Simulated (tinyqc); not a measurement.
# Random telegraph noise from one oxide trap in a small MOSFET: what changes with what

An acceptor-like trap exchanges electrons with the channel. Inversion charge Q = Cox u, u = n Vt W0(exp((Vg - VT)/(n Vt))), W0 the Lambert function, n = nf, Cox = eps0 eox/tox; linear regime Id = (W/L) mu Q Vd. Relative to threshold the surface potential rises by Vt ln(u/u0) and the oxide voltage by the rest of Vg - VT, with u0 = n Vt W0(1).

Parameters, values chosen for the exercise; values of the order met in silicon transistors:
```
symbol,value,unit,meaning
T,300,K,temperature
eox,3.9,,relative permittivity of the gate insulator (close to silicon dioxide)
tox,1.6,nm,insulator thickness
xt,0.66,nm,depth of the trap from the channel interface
E0,0.05,eV,trap level above the channel Fermi level at threshold
s0,6e-15,cm^2,capture prefactor
EB,0.34,eV,capture barrier (lattice relaxation)
lt,0.15,nm,tunnelling decay length
vth,1.5e7,cm/s,thermal velocity
zi,2.4,nm,thickness of the inversion layer
VT,0.36,V,threshold voltage
nf,1.38,,body factor
W,270,nm,gate width
L,140,nm,gate length
mu,360,cm^2/(V s),mobility
asc,1.1e-16,V s,scattering coefficient of the charged trap
Vd,0.1,V,drain voltage
Vg,0.36,V,gate voltage
```

Constants: q = 1.602176634e-19 C, kB = 1.380649e-23 J/K, Vt = kB T/q, eps0 = 8.8541878128e-14 F/cm where lengths are in cm. Results are converted to the units shown.

Each table varies one quantity; the others keep the values above.

## Time constants and noise against gate voltage

N = Cox u/q; dpsi = Vt ln(u/u0); E = E0 - dpsi - (xt/tox)(Vg - VT - dpsi); capture time tc = 1/[(N/zi) vth s0 exp(-xt/lt - EB/Vt)]; emission time te = tc exp(-E/Vt); occupancy te/(tc + te). A = W L; threshold step dV = q (1 - xt/tox)/(Cox A); gm/Id = 1/(u + n Vt); relative step dI/I = (gm/Id) dV + asc mu/A. fc = (1/tc + 1/te)/(2 pi); rms = (dI/I) sqrt(tc te)/(tc + te).

Result of one run:

| Vg (V) | E (eV) | tc (s) | te (s) | occupancy | dI/I (%) | fc (Hz) | rms dI/I (%) |
|---|---|---|---|---|---|---|---|
| 0.26 | 0.1261 | 0.004065 | 3.098e-5 | 0.007563 | 0.3164 | 5177 | 0.02741 |

What becomes of these results when the gate voltage Vg is changed from 0.26 to 0.32 V, all else the same?

Result of the changed run:

| Vg (V) | E (eV) | tc (s) | te (s) | occupancy | dI/I (%) | fc (Hz) | rms dI/I (%) |
|---|---|---|---|---|---|---|---|
| 0.32 | 0.07876 | 9.198e-4 | 4.371e-5 | 0.04537 | 0.2686 | 3814 | 0.05589 |

The whole series:

| Vg (V) | E (eV) | tc (s) | te (s) | occupancy | dI/I (%) | fc (Hz) | rms dI/I (%) |
|---|---|---|---|---|---|---|---|
| 0.2 | 0.1757 | 0.02087 | 2.335e-5 | 0.001118 | 0.3303 | 6824 | 0.01104 |
| 0.26 | 0.1261 | 0.004065 | 3.098e-5 | 0.007563 | 0.3164 | 5177 | 0.02741 |
| 0.32 | 0.07876 | 9.198e-4 | 4.371e-5 | 0.04537 | 0.2686 | 3814 | 0.05589 |
| 0.38 | 0.03666 | 2.936e-4 | 7.109e-5 | 0.1949 | 0.1909 | 2781 | 0.07562 |
| 0.44 | 2.608e-4 | 1.363e-4 | 1.349e-4 | 0.4975 | 0.1299 | 2347 | 0.06496 |
| 0.5 | -0.03238 | 8.109e-5 | 2.837e-4 | 0.7777 | 0.09405 | 2524 | 0.03910 |
| 0.56 | -0.06282 | 5.572e-5 | 6.331e-4 | 0.9191 | 0.07295 | 3108 | 0.01989 |
| 0.62 | -0.09195 | 4.178e-5 | 0.001464 | 0.9723 | 0.05970 | 3918 | 0.009804 |
| 0.68 | -0.1202 | 3.315e-5 | 0.003467 | 0.9905 | 0.05080 | 4847 | 0.004920 |

tc falls from 0.0209 to 3.31e-5 s as the channel fills and te rises from 2.34e-5 to 0.00347 s; they are equal at Vg = 0.440 V, where E = 0. The rms noise goes from 0.0110 through a maximum of 0.0756 (at Vg = 0.38 V among the rows listed) to 0.00492 %. The slope -Vt d ln(tc/te)/dVg is 0.827 between the first two rows and 0.471 between the last two; it tends to xt/tox = 0.412 only when the surface potential stops moving.

## Effect of the capture barrier

Same model as above.

The same in every row: E (eV) = 0.05000; occupancy = 0.1263; dI/I (%) = 0.2168; rms dI/I (%) = 0.07203.

Effect of the capture barrier:

| EB (eV) | tc (s) | te (s) | fc (Hz) |
|---|---|---|---|
| 0.1 | 3.814e-8 | 5.513e-9 | 3.304e7 |
| 0.2 | 1.825e-6 | 2.638e-7 | 6.905e5 |
| 0.3 | 8.734e-5 | 1.262e-5 | 1.443e4 |
| 0.4 | 0.004179 | 6.042e-4 | 301.5 |
| 0.5 | 0.2000 | 0.02891 | 6.300 |
| 0.6 | 9.571 | 1.384 | 0.1317 |
| 0.7 | 458.0 | 66.21 | 0.002751 |

As EB goes from 0.1 to 0.7, tc rises from 3.81e-8 to 458 s, te rises from 5.51e-9 to 66.2 s and dI/I stays at 0.217 %. The barrier scales both times alike and leaves the occupancy unchanged.

Range of the model: VT is taken as given; short-channel effects and the uneven flow of current among few electrons are left out.

Program tinyqc, `OMP_NUM_THREADS=1 python tinyqc.py 2710043 2710044 out.jsonl`; Intel Xeon 2.30GHz, shared host, one thread, about 0.01 s.
